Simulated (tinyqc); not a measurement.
# Bulk resistivity and mean free path from two films

Problem. In the thick-film limit single-crystal films obey rho = rho0 (1 + 3 (1 - ps) lam/(8 d)). Find rho0, lam and the product rho0 lam.

Inputs (values chosen for the exercise): specular share of surface scattering ps = 0.

rho at d = 69 and 240 nm (uohm cm): [1.9902826, 1.7407062]

Answer. rho is a straight line in 1/d: the intercept is rho0 and the slope (3/8)(1 - ps) rho0 lam. Without ps only the product (1 - ps) lam could be found.

rho0 = 1.640 uohm cm
lam = 39.30 nm
rho0 lam = 64.45 uohm cm nm

Computed by the program tinyqc: `OMP_NUM_THREADS=1 python tinyqc.py 2100030 2100031 out.jsonl`, one thread of a shared Intel Xeon 2.30GHz, about 0.01 s for the whole run.
